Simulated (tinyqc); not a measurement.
From one set of inputs to another, one input at a time: lateral field, substrate current, probability of reaching the oxide barrier and hot-carrier lifetime of a silicon transistor (pseudo-two-dimensional and lucky-electron models). Computed by tinyqc, a small Python program. Command: `OMP_NUM_THREADS=1 python tinyqc.py 3004777 3004778 out.jsonl hotcar ladder`. One thread of a shared host (Intel(R) Xeon(R) Processor @ 2.30GHz), about 0.01 s of CPU time with the checks.

Local-field models: a lucky carrier gains its energy at the peak field over a path free of collisions. Voltages are magnitudes.

The inputs printed are set A. Set A is modelled on a silicon p-channel; the values taken over come from a set modelled on a silicon n-channel. Inputs not listed in the table keep their values of set A, so the rows need not describe a real material.

Inputs (values chosen for the exercise, modelled on a silicon p-channel):
```
quantity                                value                      unit
channel length L                          960                        nm
oxide thickness t                          26                        nm
junction depth x_j                        220                        nm
mobility mu                               100                cm^2/(V s)
saturation velocity v_s                   0.7                  1e7 cm/s
threshold voltage V_T                    0.52                         V
gate voltage V_G                          6.9                         V
drain voltage V_D                          10                         V
ionisation prefactor A_i              8.1e+06                      1/cm
ionisation field B_i                      3.7                     MV/cm
hot-carrier mean free path lambda         5.4                        nm
oxide barrier phi_b                       4.6                        eV
interface-trap threshold phi_it           4.5                        eV
lifetime constant H                        10  s microampere/micrometre
length of the depleted extension L_n       63                        nm
```

Drain: lightly doped extension.

Constants: eps_0 = 8.8541878128e-12 F/m.

Method:
- C_ox = 3.9 eps_0/t; F_sat = 2 v_s/mu; V_Dsat = V_ov F_sat L/(V_ov + F_sat L), V_ov = V_G - V_T; I_D/W = C_ox v_s (V_ov - V_Dsat).
- Scale length l = 0.22 t^(1/3) x_j^(1/2) (all in cm); F_m = sqrt(((V_D - V_Dsat)/l_e)^2 + F_sat^2), with l_e = l + L_n; length of the velocity-saturated region l_e ln((V_D - V_Dsat)/(l_e F_sat) + F_m/F_sat).
- Substrate current I_sub/I_D = (A_i/B_i)(V_D - V_Dsat) exp(-B_i/F_m); probability of reaching the oxide barrier exp(-phi_b/(e lambda F_m)); lifetime tau = (H/(I_D/W)) exp(phi_it/(e lambda F_m)).
- V_10 solves tau = 3.156e8 s at the given V_G. The extrapolation fits ln(tau) against 1/V_D at 1, 1.08, 1.16 and 1.25 times the given V_D (rounded to 3 digits) by least squares and reads off the same tau.

Each row keeps all changes above it:
```
input moved                                from    to  lifetime tau (s)  drain current I_D/W (microampere/micrometre)  ten-year drain voltage V_10 (V)
set A                                         -     -         2.414e+10                                         190.9                            11.34
threshold voltage V_T (V)                  0.52  0.65         1.995e+10                                         184.4                            11.30
hot-carrier mean free path lambda (nm)      5.4   8.1         2.784e+06                                         184.4                             8.44
length of the depleted extension L_n (nm)    63    20         1.173e+05                                         184.4                             7.56
gate voltage V_G (V)                        6.9     1         1.047e+05                                           0.8                             5.10
junction depth x_j (nm)                     220    96         7.695e+03                                           0.8                             3.68
channel length L (nm)                       960   280         2.352e+03                                           2.7                             3.40
ionisation field B_i (MV/cm)                3.7  1.73         2.352e+03                                           2.7                             3.40
```

Lifetime tau goes from 2.41e10 to 2350, a factor 9.74e-8 in all. The largest single move comes from hot-carrier mean free path lambda (a factor 1.40e-4). Drain current I_D/W goes from 191 to 2.67, a factor 0.0140 in all. The largest single move comes from gate voltage V_G (a factor 0.00448), and channel length L works against it (a factor 3.23). Ten-year drain voltage V_10 goes from 11.3 to 3.40, a factor 0.299 in all. The largest single move comes from gate voltage V_G (a factor 0.674). The single moves hold for this order of the switches; the total does not depend on the order.

Caution (rows junction depth x_j, channel length L, ionisation field B_i): multiplication above 10 % feeds back on the field and the source barrier (snapback), which the model leaves out.

Extremes, crossings and ranges named in words are read from the listed rows.
